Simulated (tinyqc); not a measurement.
Worked calculation (part 1 of 2): ROHF in the 6-31g basis, for H3, spin multiplicity 2. Computed by tinyqc, a small Python program that keeps every step (integrals from PySCF). Settings: charge = 0, multiplicity = 2, basis = 6-31g, energy threshold = 1e-08, iteration cap = 66, orthogonalisation = canonical, start = Wolfsberg-Helmholz matrix, DIIS depth = 3, DIIS from iteration = 3, method = ROHF. Command: `OMP_NUM_THREADS=1 python tinyqc.py 27278 27279 out.jsonl` (the two numbers bound the seeds that draw the settings). One thread of a shared host (Intel(R) Xeon(R) Processor @ 2.60GHz), about 0.07 s of CPU time with the checks. Later iterations appear only in the table of the cycle.

## One-electron integrals

Geometry (angstrom):
```
atom         x         y         z
H     0.000000  0.000000  0.000000
H     0.000000  0.000000  0.982000
H     0.000000  0.942000  0.277000
```

Basis 6-31g: exponents (1/bohr^2) and contraction coefficients of normalised primitives:
```
element  l (shell)   exponent  coefficient
H            s (1)  18.731137     0.033495
H            s (1)   2.825394     0.234727
H            s (1)   0.640122     0.813757
H            s (2)   0.161278     1.000000
```

Overlap, kinetic and nuclear-attraction integrals over the contracted functions; the nuclear repulsion is the sum of Za Zb / Rab.

nuclear repulsion = 1.52756947 hartree

overlap S:
```
          1H 1s     1H 2s     2H 1s     2H 2s     3H 1s     3H 2s
1H 1s  1.000000  0.658292  0.265056  0.418666  0.265133  0.418712
1H 2s  0.658292  1.000000  0.418666  0.757529  0.418712  0.757580
2H 1s  0.265056  0.418666  1.000000  0.658292  0.156473  0.343825
2H 2s  0.418666  0.757529  0.658292  1.000000  0.343825  0.671220
3H 1s  0.265133  0.418712  0.156473  0.343825  1.000000  0.658292
3H 2s  0.418712  0.757580  0.343825  0.671220  0.658292  1.000000
```

kinetic energy T (hartree):
```
          1H 1s     1H 2s      2H 1s     2H 2s      3H 1s     3H 2s
1H 1s  1.395678  0.259735   0.037394  0.115060   0.037457  0.115084
1H 2s  0.259735  0.241917   0.115060  0.149332   0.115084  0.149351
2H 1s  0.037394  0.115060   1.395678  0.259735  -0.031329  0.076639
2H 2s  0.115060  0.149332   0.259735  0.241917   0.076639  0.119223
3H 1s  0.037457  0.115084  -0.031329  0.076639   1.395678  0.259735
3H 2s  0.115084  0.149351   0.076639  0.119223   0.259735  0.241917
```

nuclear attraction V (hartree):
```
           1H 1s      1H 2s      2H 1s      2H 2s      3H 1s      3H 2s
1H 1s  -2.728918  -1.439982  -0.669569  -0.945307  -0.669791  -0.945413
1H 2s  -1.439982  -1.571957  -0.920194  -1.243875  -0.920315  -1.243958
2H 1s  -0.669569  -0.920194  -2.640683  -1.385913  -0.377377  -0.754769
2H 2s  -0.945307  -1.243875  -1.385913  -1.522803  -0.754785  -1.105084
3H 1s  -0.669791  -0.920315  -0.377377  -0.754785  -2.640746  -1.385951
3H 2s  -0.945413  -1.243958  -0.754769  -1.105084  -1.385951  -1.522833
```

core Hamiltonian H = T + V (hartree):
```
           1H 1s      1H 2s      2H 1s      2H 2s      3H 1s      3H 2s
1H 1s  -1.333240  -1.180247  -0.632175  -0.830247  -0.632334  -0.830328
1H 2s  -1.180247  -1.330040  -0.805134  -1.094542  -0.805231  -1.094607
2H 1s  -0.632175  -0.805134  -1.245004  -1.126178  -0.408706  -0.678130
2H 2s  -0.830247  -1.094542  -1.126178  -1.280886  -0.678146  -0.985860
3H 1s  -0.632334  -0.805231  -0.408706  -0.678146  -1.245067  -1.126216
3H 2s  -0.830328  -1.094607  -0.678130  -0.985860  -1.126216  -1.280917
```

## Two-electron integrals

Functions are numbered as in S; the eight-fold symmetry (ij|kl) = (ji|kl) = (kl|ij) leaves the list below.

Two-electron integrals (ij|kl) in chemists' order, unique and non-zero (hartree):
```
(11|11) 1.076566   (21|11) 0.578470   (21|21) 0.329423   (22|11) 0.587396
(22|21) 0.361304   (22|22) 0.453150   (31|11) 0.216493   (31|21) 0.125974
(31|22) 0.142179   (31|31) 0.065601   (32|11) 0.246413   (32|21) 0.153147
(32|22) 0.193746   (32|31) 0.086466   (32|32) 0.132145   (33|11) 0.527975
(33|21) 0.337313   (33|22) 0.445981   (33|31) 0.216493   (33|32) 0.358460
(33|33) 1.076566   (41|11) 0.358460   (41|21) 0.205360   (41|22) 0.227381
(41|31) 0.086466   (41|32) 0.108116   (41|33) 0.246413   (41|41) 0.132145
(42|11) 0.412555   (42|21) 0.256125   (42|22) 0.328028   (42|31) 0.115695
(42|32) 0.169069   (42|33) 0.412555   (42|41) 0.169069   (42|42) 0.260041
(43|11) 0.337313   (43|21) 0.214037   (43|22) 0.282961   (43|31) 0.125974
(43|32) 0.205360   (43|33) 0.578470   (43|41) 0.153147   (43|42) 0.256125
(43|43) 0.329423   (44|11) 0.445981   (44|21) 0.282961   (44|22) 0.381571
(44|31) 0.142179   (44|32) 0.227381   (44|33) 0.587396   (44|41) 0.193746
(44|42) 0.328028   (44|43) 0.361304   (44|44) 0.453150   (51|11) 0.216567
(51|21) 0.126016   (51|22) 0.142224   (51|31) 0.051008   (51|32) 0.063648
(51|33) 0.140450   (51|41) 0.080587   (51|42) 0.104416   (51|43) 0.089431
(51|44) 0.117858   (51|51) 0.065640   (52|11) 0.246458   (52|21) 0.153173
(52|22) 0.193775   (52|31) 0.063638   (52|32) 0.087534   (52|33) 0.198861
(52|41) 0.099151   (52|42) 0.146118   (52|43) 0.127269   (52|44) 0.172084
(52|51) 0.086502   (52|52) 0.132174   (53|11) 0.096935   (53|21) 0.060198
(53|22) 0.075218   (53|31) 0.031976   (53|32) 0.046490   (53|33) 0.117894
(53|41) 0.041923   (53|42) 0.063335   (53|43) 0.069889   (53|44) 0.081252
(53|51) 0.031984   (53|52) 0.046494   (53|53) 0.022408   (54|11) 0.191906
(54|21) 0.120274   (54|22) 0.154791   (54|31) 0.053705   (54|32) 0.076601
(54|33) 0.179116   (54|41) 0.079761   (54|42) 0.121802   (54|43) 0.113293
(54|44) 0.149003   (54|51) 0.068390   (54|52) 0.106648   (54|53) 0.040544
(54|54) 0.088826   (55|11) 0.528031   (55|21) 0.337344   (55|22) 0.446007
(55|31) 0.140419   (55|32) 0.198845   (55|33) 0.446990   (55|41) 0.220170
(55|42) 0.340500   (55|43) 0.290336   (55|44) 0.403777   (55|51) 0.216567
(55|52) 0.358501   (55|53) 0.117894   (55|54) 0.291094   (55|55) 1.076566
(61|11) 0.358501   (61|21) 0.205383   (61|22) 0.227406   (61|31) 0.080569
(61|32) 0.099145   (61|33) 0.220174   (61|41) 0.129207   (61|42) 0.163430
(61|43) 0.139200   (61|44) 0.182548   (61|51) 0.086502   (61|52) 0.108144
(61|53) 0.041926   (61|54) 0.085177   (61|55) 0.246458   (61|61) 0.132174
(62|11) 0.412590   (62|21) 0.256146   (62|22) 0.328053   (62|31) 0.104392
(62|32) 0.146108   (62|33) 0.340508   (62|41) 0.163426   (62|42) 0.243765
(62|43) 0.215877   (62|44) 0.290557   (62|51) 0.115737   (62|52) 0.169100
(62|53) 0.063338   (62|54) 0.136398   (62|55) 0.412590   (62|61) 0.169100
(62|62) 0.260075   (63|11) 0.191894   (63|21) 0.120267   (63|22) 0.154786
(63|31) 0.068369   (63|32) 0.106637   (63|33) 0.291094   (63|41) 0.085165
(63|42) 0.136389   (63|43) 0.167194   (63|44) 0.185880   (63|51) 0.053717
(63|52) 0.076608   (63|53) 0.040544   (63|54) 0.067811   (63|55) 0.179116
(63|61) 0.079765   (63|62) 0.121806   (63|63) 0.088826   (64|11) 0.327807
(64|21) 0.206049   (64|22) 0.271620   (64|31) 0.095294   (64|32) 0.143678
(64|33) 0.354227   (64|41) 0.137342   (64|42) 0.220181   (64|43) 0.220729
(64|44) 0.285107   (64|51) 0.095320   (64|52) 0.143692   (64|53) 0.060312
(64|54) 0.121539   (64|55) 0.354227   (64|61) 0.137355   (64|62) 0.220193
(64|63) 0.121539   (64|64) 0.204161   (65|11) 0.337344   (65|21) 0.214054
(65|22) 0.282976   (65|31) 0.089411   (65|32) 0.127259   (65|33) 0.290336
(65|41) 0.139196   (65|42) 0.215871   (65|43) 0.187278   (65|44) 0.258523
(65|51) 0.126016   (65|52) 0.205383   (65|53) 0.069889   (65|54) 0.167194
(65|55) 0.578470   (65|61) 0.153173   (65|62) 0.256146   (65|63) 0.113293
(65|64) 0.220729   (65|65) 0.329423   (66|11) 0.446007   (66|21) 0.282976
(66|22) 0.381586   (66|31) 0.117828   (66|32) 0.172068   (66|33) 0.403777
(66|41) 0.182538   (66|42) 0.290546   (66|43) 0.258523   (66|44) 0.356803
(66|51) 0.142224   (66|52) 0.227406   (66|53) 0.081252   (66|54) 0.185880
(66|55) 0.587396   (66|61) 0.193775   (66|62) 0.328053   (66|63) 0.149003
(66|64) 0.285107   (66|65) 0.361304   (66|66) 0.453150
```

## Orthogonalisation

S = U s U^T; canonical form X = U s^(-1/2), so that X^T S X = 1. Each column of U has its largest component positive (the first on a tie).

eigenvalues of S: 0.132036  0.179791  0.426610  0.779381  0.992516  3.489667

X:
```
               1          2          3          4          5         6
1H 1s  -0.791046   0.000189   0.651476   0.885857  -0.000222  0.189036
1H 2s   2.081764  -0.000437  -0.548600   0.287934  -0.000071  0.259383
2H 1s   0.400967  -0.714134   0.753327  -0.408990   0.641516  0.174406
2H 2s  -1.070127   1.507298  -0.491760  -0.200571   0.303966  0.247693
3H 1s   0.401339   0.713894   0.753305  -0.409414  -0.641322  0.174416
3H 2s  -1.071071  -1.506799  -0.491813  -0.200746  -0.303821  0.247701
```

## Starting guess

The start is the generalised Wolfsberg-Helmholz matrix (K = 1.75) built on H; D(s) = C_occ C_occ^T for each spin.

D(alpha) at the start:
```
          1H 1s     1H 2s      2H 1s      2H 2s      3H 1s      3H 2s
1H 1s  0.050625  0.065542   0.032244   0.053439   0.032525   0.053576
1H 2s  0.065542  0.084853   0.041890   0.069255   0.041963   0.069293
2H 1s  0.032244  0.041890   0.430325   0.230790  -0.388787  -0.162231
2H 2s  0.053439  0.069255   0.230790   0.150878  -0.162285  -0.037723
3H 1s  0.032525  0.041963  -0.388787  -0.162285   0.430113   0.230638
3H 2s  0.053576  0.069293  -0.162231  -0.037723   0.230638   0.150784
```

D(beta) at the start:
```
          1H 1s     1H 2s     2H 1s     2H 2s     3H 1s     3H 2s
1H 1s  0.050625  0.065542  0.032378  0.053503  0.032391  0.053512
1H 2s  0.065542  0.084853  0.041918  0.069268  0.041935  0.069279
2H 1s  0.032378  0.041918  0.020707  0.034219  0.020716  0.034224
2H 2s  0.053503  0.069268  0.034219  0.056545  0.034233  0.056554
3H 1s  0.032391  0.041935  0.020716  0.034233  0.020724  0.034238
3H 2s  0.053512  0.069279  0.034224  0.056554  0.034238  0.056563
```

## Iteration 1: building the Fock matrix

J_ij = sum D_kl (ij|kl) with D = D(alpha) + D(beta), K_ij = sum D_kl (ik|jl) for each spin; F = H + J - K(s); E = tr D H + tr D J / 2 - 0.5 sum_s tr D(s) K(s) + E_nn.

Coulomb J (hartree):
```
          1H 1s     1H 2s     2H 1s     2H 2s     3H 1s     3H 2s
1H 1s  1.742573  1.070410  0.493883  0.708616  0.494021  0.708688
1H 2s  1.070410  1.348031  0.720643  1.070257  0.720699  1.070312
2H 1s  0.493883  0.720643  1.824980  1.094520  0.294392  0.595363
2H 2s  0.708616  1.070257  1.094520  1.345277  0.595349  0.959702
3H 1s  0.494021  0.720699  0.294392  0.595349  1.824890  1.094481
3H 2s  0.708688  1.070312  0.595363  0.959702  1.094481  1.345254
```

exchange K(alpha) (hartree):
```
          1H 1s     1H 2s     2H 1s     2H 2s     3H 1s     3H 2s
1H 1s  0.415528  0.402881  0.276448  0.343962  0.276605  0.344033
1H 2s  0.402881  0.467461  0.366722  0.431677  0.366749  0.431697
2H 1s  0.276448  0.366722  0.740157  0.510649  0.044675  0.251733
2H 2s  0.343962  0.431677  0.510649  0.481404  0.251696  0.371529
3H 1s  0.276605  0.366749  0.044675  0.251696  0.739926  0.510537
3H 2s  0.344033  0.431697  0.251733  0.371529  0.510537  0.481356
```

exchange K(beta) (hartree):
```
          1H 1s     1H 2s     2H 1s     2H 2s     3H 1s     3H 2s
1H 1s  0.398362  0.375131  0.235066  0.313350  0.235122  0.313378
1H 2s  0.375131  0.409787  0.275312  0.362205  0.275371  0.362235
2H 1s  0.235066  0.275312  0.277211  0.287210  0.175201  0.245106
2H 2s  0.313350  0.362205  0.287210  0.350207  0.245136  0.327751
3H 1s  0.235122  0.275371  0.175201  0.245136  0.277307  0.287283
3H 2s  0.313378  0.362235  0.245106  0.327751  0.287283  0.350258
```

F(alpha) (hartree):
```
           1H 1s      1H 2s      2H 1s      2H 2s      3H 1s      3H 2s
1H 1s  -0.006196  -0.512718  -0.414739  -0.465594  -0.414918  -0.465673
1H 2s  -0.512718  -0.449470  -0.451213  -0.455963  -0.451281  -0.455993
2H 1s  -0.414739  -0.451213  -0.160181  -0.542307  -0.158990  -0.334500
2H 2s  -0.465594  -0.455963  -0.542307  -0.417014  -0.334493  -0.397687
3H 1s  -0.414918  -0.451281  -0.158990  -0.334493  -0.160104  -0.542271
3H 2s  -0.465673  -0.455993  -0.334500  -0.397687  -0.542271  -0.417018
```

F(beta) (hartree):
```
           1H 1s      1H 2s      2H 1s      2H 2s      3H 1s      3H 2s
1H 1s   0.010970  -0.484969  -0.373357  -0.434981  -0.373435  -0.435018
1H 2s  -0.484969  -0.391796  -0.359804  -0.386490  -0.359904  -0.386531
2H 1s  -0.373357  -0.359804   0.302765  -0.318868  -0.289516  -0.327872
2H 2s  -0.434981  -0.386490  -0.318868  -0.285817  -0.327933  -0.353909
3H 1s  -0.373435  -0.359904  -0.289516  -0.327933   0.302515  -0.319017
3H 2s  -0.435018  -0.386531  -0.327872  -0.353909  -0.319017  -0.285921
```

total energy of this density = -1.33373606 hartree

## Iteration 1: Roothaan effective Fock matrix

With projectors Pc = D(beta) S, Po = (D(alpha) - D(beta)) S, Pv = 1 - D(alpha) S, the block xy is Px^T F Py; with Fc = (F(alpha) + F(beta))/2, the blocks are Fc for cc, oo, vv and cv, F(beta) for co and F(alpha) for ov.

effective F (hartree):
```
           1H 1s      1H 2s      2H 1s      2H 2s      3H 1s      3H 2s
1H 1s   0.002387  -0.498843  -0.394032  -0.450284  -0.394193  -0.450349
1H 2s  -0.498843  -0.420633  -0.405485  -0.421215  -0.405616  -0.421273
2H 1s  -0.394032  -0.405485   0.059760  -0.421283  -0.212722  -0.340443
2H 2s  -0.450284  -0.421215  -0.421283  -0.339975  -0.340512  -0.387210
3H 1s  -0.394193  -0.405616  -0.212722  -0.340512   0.059676  -0.421393
3H 2s  -0.450349  -0.421273  -0.340443  -0.387210  -0.421393  -0.340086
```

## Iteration 1: diagonalisation and new density

Diagonalise F' = X^T F X, C = X C', fill 2 alpha and 1 beta electrons from the bottom; D(s) = C_occ C_occ^T. Each column has its largest component positive (the first on a tie).

F' = X^T F X (hartree):
```
           1          2          3          4          5          6
1   0.789346   0.000002   0.072984  -0.482355   0.000009   0.004309
2   0.000002   0.840137  -0.000068  -0.000012  -0.327567  -0.000002
3   0.072984  -0.000068   0.853728  -0.046068  -0.000001  -0.111400
4  -0.482355  -0.000012  -0.046068   0.532632   0.000005  -0.066052
5   0.000009  -0.327567  -0.000001   0.000005   0.169842   0.000094
6   0.004309  -0.000002  -0.111400  -0.066052   0.000094  -0.625287
```

orbital energies (hartree): MO1 -0.638024, MO2 0.036348, MO3 0.164642, MO4 0.841098, MO5 0.973630, MO6 1.182703

coefficients C:
```
            MO1        MO2        MO3        MO4        MO5        MO6
1H 1s  0.283173  -0.000061   0.189161   0.907467  -0.000204  -0.964981
1H 2s  0.267122  -0.000247   1.497059  -0.891641   0.000063   1.295114
2H 1s  0.209741   0.324619  -0.103927   0.569852  -0.903656   0.738920
2H 2s  0.179782   0.850348  -0.816874  -0.327451   1.281234  -0.825495
3H 1s  0.209857  -0.324429  -0.104023   0.570529   0.902909   0.739364
3H 2s  0.179905  -0.849996  -0.817625  -0.328434  -1.280605  -0.826011
```

D(alpha) after iteration 1:
```
          1H 1s     1H 2s      2H 1s      2H 2s      3H 1s      3H 2s
1H 1s  0.080187  0.075642   0.059373   0.050858   0.059445   0.050996
1H 2s  0.075642  0.071354   0.055946   0.047814   0.056137   0.048266
2H 1s  0.059373  0.055946   0.149369   0.313747  -0.061300  -0.238192
2H 2s  0.050858  0.047814   0.313747   0.755414  -0.238149  -0.690449
3H 1s  0.059445  0.056137  -0.061300  -0.238149   0.149294   0.313517
3H 2s  0.050996  0.048266  -0.238192  -0.690449   0.313517   0.754859
```

D(beta) after iteration 1:
```
          1H 1s     1H 2s     2H 1s     2H 2s     3H 1s     3H 2s
1H 1s  0.080187  0.075642  0.059393  0.050909  0.059426  0.050944
1H 2s  0.075642  0.071354  0.056026  0.048024  0.056057  0.048057
2H 1s  0.059393  0.056026  0.043991  0.037708  0.044016  0.037733
2H 2s  0.050909  0.048024  0.037708  0.032322  0.037729  0.032344
3H 1s  0.059426  0.056057  0.044016  0.037729  0.044040  0.037754
3H 2s  0.050944  0.048057  0.037733  0.032344  0.037754  0.032366
```

## Iteration 2: building the Fock matrix

As before.

Coulomb J (hartree):
```
          1H 1s     1H 2s     2H 1s     2H 2s     3H 1s     3H 2s
1H 1s  1.741537  1.061889  0.480450  0.698994  0.480597  0.699070
1H 2s  1.061889  1.328281  0.693089  1.046880  0.693168  1.046946
2H 1s  0.480450  0.693089  1.726736  1.049052  0.281078  0.570126
2H 2s  0.698994  1.046880  1.049052  1.311177  0.570129  0.931960
3H 1s  0.480597  0.693168  0.281078  0.570129  1.726746  1.049058
3H 2s  0.699070  1.046946  0.570126  0.931960  1.049058  1.311181
```

exchange K(alpha) (hartree):
```
          1H 1s     1H 2s     2H 1s     2H 2s     3H 1s     3H 2s
1H 1s  0.455784  0.419435  0.286936  0.354092  0.287056  0.354157
1H 2s  0.419435  0.466258  0.358126  0.427536  0.358171  0.427564
2H 1s  0.286936  0.358126  0.603496  0.485425  0.102109  0.245042
2H 2s  0.354092  0.427536  0.485425  0.489174  0.245026  0.351858
3H 1s  0.287056  0.358171  0.102109  0.245026  0.603341  0.485332
3H 2s  0.354157  0.427564  0.245042  0.351858  0.485332  0.489112
```

exchange K(beta) (hartree):
```
          1H 1s     1H 2s     2H 1s     2H 2s     3H 1s     3H 2s
1H 1s  0.441922  0.395248  0.259463  0.328532  0.259556  0.328578
1H 2s  0.395248  0.407955  0.289584  0.358643  0.289687  0.358694
2H 1s  0.259463  0.289584  0.309422  0.300477  0.192493  0.255986
2H 2s  0.328532  0.358643  0.300477  0.343545  0.256041  0.322171
3H 1s  0.259556  0.289687  0.192493  0.256041  0.309609  0.300612
3H 2s  0.328578  0.358694  0.255986  0.322171  0.300612  0.343637
```

F(alpha) (hartree):
```
           1H 1s      1H 2s      2H 1s      2H 2s      3H 1s      3H 2s
1H 1s  -0.047487  -0.537793  -0.438661  -0.485345  -0.438793  -0.485415
1H 2s  -0.537793  -0.468017  -0.470171  -0.475198  -0.470234  -0.475225
2H 1s  -0.438661  -0.470171  -0.121764  -0.562551  -0.229738  -0.353046
2H 2s  -0.485345  -0.475198  -0.562551  -0.458883  -0.353043  -0.405758
3H 1s  -0.438793  -0.470234  -0.229738  -0.353043  -0.121663  -0.562490
3H 2s  -0.485415  -0.475225  -0.353046  -0.405758  -0.562490  -0.458848
```

F(beta) (hartree):
```
           1H 1s      1H 2s      2H 1s      2H 2s      3H 1s      3H 2s
1H 1s  -0.033624  -0.513606  -0.411187  -0.459785  -0.411293  -0.459836
1H 2s  -0.513606  -0.409714  -0.401629  -0.406305  -0.401749  -0.406355
2H 1s  -0.411187  -0.401629   0.172310  -0.377603  -0.320121  -0.363990
2H 2s  -0.459785  -0.406305  -0.377603  -0.313254  -0.364058  -0.376071
3H 1s  -0.411293  -0.401749  -0.320121  -0.364058   0.172069  -0.377770
3H 2s  -0.459836  -0.406355  -0.363990  -0.376071  -0.377770  -0.313373
```

total energy of this density = -1.50979383 hartree

## Iteration 2: Roothaan effective Fock matrix

As before.

effective F (hartree):
```
           1H 1s      1H 2s      2H 1s      2H 2s      3H 1s      3H 2s
1H 1s  -0.040556  -0.525700  -0.424900  -0.472550  -0.425067  -0.472640
1H 2s  -0.525700  -0.438866  -0.435880  -0.440737  -0.436011  -0.440804
2H 1s  -0.424900  -0.435880   0.003723  -0.473546  -0.253380  -0.355023
2H 2s  -0.472550  -0.440737  -0.473546  -0.380241  -0.355074  -0.396715
3H 1s  -0.425067  -0.436011  -0.253380  -0.355074   0.003653  -0.473632
3H 2s  -0.472640  -0.440804  -0.355023  -0.396715  -0.473632  -0.380336
```
